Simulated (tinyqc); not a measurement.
# Koster-Slater impurity in a tight-binding band, by Green functions and by supercells, step by step

A worked calculation. Computed by tinyqc, a small Python program that keeps every step. Command: `OMP_NUM_THREADS=1 python tinyqc.py 3014532 3014533 out.jsonl kosterslater walk`. One thread of a shared host (Intel(R) Xeon(R) Processor @ 2.30GHz), about 0.04 s of CPU time with the checks. Intermediate numbers are printed to about 7 digits and carried at full precision; extremes and crossings named in words are read from the listed rows.

One orbital per site, e(k) = -2 t sum cos(k_i) over 2 direction(s), band from -4 t to 4 t, lattice constant 1. One site has the extra energy U. Spin is left out.

Inputs (values chosen for the exercise, for a model band):
```
quantity,value,unit
hopping t,1.5,eV
impurity potential U,5.59,eV
supercell edge N,2,sites
energy inside the band E,4.27,eV
broadening eta,0.15,eV
impurity concentration c,0.0002,per site
```

Lattice: square.

Constants: hbar = 6.582119569e-16 eV s.

## The host Green function outside the band

Outside the band G0(E) = (2/(pi E)) K(m), m = 16 t^2/E^2, K the complete elliptic integral with parameter m. A bound state solves 1/U = G0(E). Energies: 0.05, 0.2, 0.5, 1, 2, 4 and 8 t beyond the band edge on the side of U, rounded to four digits.

Scan on the side of U:
```
E (eV),G0 (1/eV),1/U - G0 (1/eV)
6.075,0.3409937,-0.1621028
6.300,0.2639890,-0.0850981
6.750,0.2108234,-0.0319325
7.500,0.1693666,0.0095243
9.000,0.1280078,0.0508831
12.000,0.0894318,0.0894590
18.000,0.0572034,0.1216875
```

G0 diverges at the band edge, so any U binds a state, exponentially weakly when U is small.

## The bound state

Bisection in ln(distance from the edge) between 1e-5 t and |U| + t. Weight on the impurity site: -1/(U^2 dG0/dE), by a central difference with step min(1e-4 t, distance/30). Decay length along an axis: 1/arccosh(1 + distance/(2 t)).

level E_b = 7.280368 eV

distance from the band edge = 1.280368 eV

weight on the impurity site = 0.6816620

decay length = 1.118770 sites

The state is compact: most of it sits on the impurity.

## Green function inside the band

Inside the band G0(z), z = E + i eta, comes from the chain form 1/(sqrt(y - 2t) sqrt(y + 2t)) (principal roots) at y = z + 2 t cos k, averaged over k in (0, pi) with 200 Gauss-Legendre points.

G0(E + i eta) = 0.1939726-0.1928463i 1/eV

## Scattering

T = U/(1 - U G0); phase shift delta = -arg(1 - U G0) in (-pi, pi]; host density of states -Im G0/pi; on the impurity -Im[G0/(1 - U G0)]/pi; lifetime of a band state hbar/(-2 c Im T).

T matrix = -0.403068-5.153954i eV

phase shift delta = -1.648843 rad

host density of states = 0.06138489 1/eV

density of states on the impurity = 0.05250094 1/eV

scattering lifetime = 319.2752 fs

The Born approximation would take Im T = U^2 Im G0 = -6.03 eV, 1.17 times the full value.

## The supercell Hamiltonian at Gamma

H_ij = -t for each bond from i to j, images included (two bonds add when N = 2); H_11 = U; sites are numbered with the last coordinate running fastest. Diagonalise.

H (eV), lower triangle (symmetric):
```
,1,2,3,4
1,5.59
2,-3.00,0.00
3,-3.00,0.00,0.00
4,0.00,-3.00,-3.00,0.00
```

levels (eV): [-5.161524, 0.000000, 2.309074, 8.442449]

## The level in the supercell

In a periodic cell of N sites along each direction with Bloch vector K, the level solves 1/U = N^-d sum_k 1/(E - e(k)), k_i = (2 pi m_i + K_i)/N, m_i = 0..N-1; the outermost root on the side of U is taken (bisection). d is the number of directions. Gamma means K_i = 0, the zone corner K_i = pi, the quarter point K_i = pi/2. The error is measured against the isolated level E_b.

level at Gamma = 8.442449 eV

level at the corner = 5.59 eV

level at the quarter point = 7.125270 eV

error at Gamma = 1.162081 eV

width between Gamma and the corner = 2.852449 eV

Images turn the level into a band 2.85 eV wide; the quarter point misses the isolated level by -0.16 eV, far less than Gamma, because the leading hopping between images averages out there.

## Convergence with cell size

Even N; errors against the isolated level E_b, set to 0 below 1e-6 t.

Error of the level (eV):
```
N,sites,Gamma,corner,quarter point
2,4,1.162081e+00,-1.690368e+00,-1.550975e-01
4,16,1.561556e-01,-1.550975e-01,-3.024538e-03
6,36,2.223580e-02,-2.059767e-02,-7.056018e-05
8,64,3.190668e-03,-3.024538e-03,-1.721002e-06
12,144,7.153762e-05,-7.056018e-05,0
16,256,1.726147e-06,-1.721002e-06,0
```

The error at Gamma falls exponentially, between the last two resolved rows by exp(-0.931) per site against 1/(decay length) = 0.894; the rest is the power-law prefactor of the Green function. Gamma and the corner err in opposite directions. Among the sizes listed an error below 1 meV is first reached at N = 12 at Gamma; at the quarter point N = 6 is enough.

## Phase shift across the band

delta/pi = -arg(1 - U G0)/pi counts the states added below E (Friedel); host DOS = -Im G0/pi, DOS on the impurity = -Im[G0/(1 - U G0)]/pi; 13 evenly spaced energies from -(band edge + |U| + 2t) to +(band edge + |U| + 2t).

Across the spectrum:
```
E (eV),Re G0 (1/eV),host DOS (1/eV),DOS on the impurity (1/eV),delta/pi
-14.59000,-0.0717412,0.0002581,0.000131,-0.0010298
-12.15833,-0.0880652,0.0003996,0.000179,-0.0014967
-9.72667,-0.1154189,0.0007301,0.000270,-0.0024806
-7.29500,-0.1778125,0.0022073,0.000555,-0.0061873
-4.86333,-0.2108229,0.0570137,0.009918,-0.1371316
-2.43167,-0.1681721,0.0788803,0.013880,-0.1973754
0.00000,0.0000000,0.1713860,0.017038,-0.3978945
2.43167,0.1681721,0.0788803,0.041030,-0.4862404
4.86333,0.2108229,0.0570137,0.055120,-0.5561575
7.29500,0.1778125,0.0022073,1.434283,-0.4508939
9.72667,0.1154189,0.0007301,0.005792,-0.0114975
12.15833,0.0880652,0.0003996,0.001550,-0.0043988
14.59000,0.0717412,0.0002581,0.000719,-0.0024089
```

delta/pi starts and ends near zero (-0.001 and -0.002): the impurity moves states but creates none. delta/pi is negative in the band, down to -0.56 among these rows (-1 just below the level for small eta), and the lost state returns at the level above the band (7.280 eV).

Checks made by the program: G0 at the level by a direct sum over directions (relative difference below 1e-10); diagonalisation against the k sum (relative difference below 1e-10).
